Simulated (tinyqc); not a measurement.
Cyclotron resonance of ellipsoidal valleys, Si type, step by step. Values are carried at full precision from step to step, so a last printed digit may differ when a step is redone from the rounded ones.

Valleys along [100], [010], [001] (each with its opposite partner), mass ml along the axis and mt across it. B lies in the (1-10) plane, b = (sin(theta)/sqrt2, sin(theta)/sqrt2, cos(theta)). For the angle phi between B and the axis, 1/mc^2 = cos^2(phi)/mt^2 + sin^2(phi)/(mt ml). Resonance: h nu = 2 muB B/mc, h = 2 pi hbar.

Constants: hbar = 6.58211957e-16 eV s; muB = 5.788381798e-05 eV/T.

Inputs chosen for the exercise (near those of Si; the results hold for these values, not for the real material):
```
symbol  value  unit     meaning
theta   46     degrees  angle of B from [001] towards [110]
ml      0.884  m0       longitudinal mass
mt      0.188  m0       transverse mass
nu      35     GHz      microwave frequency
tau     32     ps       scattering time
```

## Angles to the valley axes

Give b and cos^2(phi) for each axis.

b: [0.5087, 0.5087, 0.6947]

cos^2(phi): [100] 0.2587, [010] 0.2587, [001] 0.4826

## Cyclotron masses and resonance fields

For each axis, mc and B = h nu mc/(2 muB).

Resonances:
```
axis   mc (m0)   B (T)
[100]   0.2914  0.3643
[010]   0.2914  0.3643
[001]   0.2442  0.3054
```

2 distinct masses appear; the limits are mt = 0.188 (B along the axis) and sqrt(ml mt) = 0.4077 (B across it).

## The same from the mass tensor

For the valley along [001]: M = mt 1 + (ml - mt) a a^T, and mc^2 = det M/(b M b).

M (m0), rows x, y, z and columns alike:
```
[[0.1880, 0, 0],
 [0, 0.1880, 0],
 [0, 0, 0.8840]]
```

det M = 0.031244
b M b = 0.5239
mc = 0.2442 m0

## Line shape

For linear polarisation and one isotropic mass the absorbed power goes as P = [1 + (w^2 + wc^2) tau^2]/([1 + (wc^2 - w^2) tau^2]^2 + 4 w^2 tau^2), w = 2 pi nu. List it for wc/w = 0, 0.5, 0.8, 0.9, 1, 1.1, 1.2, 1.5 and 2, which is B over the resonance field.

w tau = 7.037

Power:
```
wc/w        P
0.0   0.01979
0.5   0.04182
0.8    0.1708
0.9    0.3372
1.0    0.5025
1.1    0.3367
1.2    0.1698
1.5   0.03898
2.0   0.01102
```

The largest listed value lies at wc/w = 1.0, 25.4 times the zero-field value. With w tau well above 1 the line is sharp, of relative half width about 1/(w tau). The closest two lines of this crystal are 19.3 % apart, so they are resolved.

## Checks

- Rotation frequency of dv/dt = -M^-1 (v x b) for the valley along [001], in units of e B/m0, against 1/mc: both 4.0947.

Program tinyqc; command `OMP_NUM_THREADS=1 python tinyqc.py 1282036 1282037 out.jsonl`; about 0.01 s on one thread of a shared Intel(R) Xeon(R) Processor @ 2.30GHz.
